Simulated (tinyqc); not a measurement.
Index and thickness from Psi and Delta.

Inverse problem. Air (index 1), film, substrate with N2 = n2 - i k2; time factor exp(+i w t). q_j = sqrt(N_j^2 - sin^2 th), root with positive real part. Fresnel coefficients r_s = (q_a - q_b)/(q_a + q_b), r_p = (N_b^2 q_a - N_a^2 q_b)/(N_b^2 q_a + N_a^2 q_b). tan(Psi) exp(i Delta) = R_p/R_s, Delta taken from 0 to 360 degrees. beta = 2 pi d q1/lam, X = exp(-2 i beta), R = (r01 + r12 X)/(1 + r01 r12 X) for p and s. The film is transparent, with 1.15 < n1 < 2.9 and d under half a period. Find n1, d and the period.

Values chosen for this exercise: wavelength lam = 546.1 nm; angle of incidence th = 70 degrees; index of the substrate n2 = 4.086; extinction coefficient of the substrate k2 = 0.031.

Psi = 16.700703 degrees
Delta = 119.26750 degrees

Answer. Two measured angles fix two unknowns; a search from many starts finds one solution in the range given. Thicker films with d plus a multiple of the period give the same angles.

n1 = 1.662
d = 20.82 nm
period = 199.2 nm

tinyqc, about 0.6 s, one thread, Intel Xeon 2.30GHz (shared host): `OMP_NUM_THREADS=1 python tinyqc.py 2870130 2870131 out.jsonl`
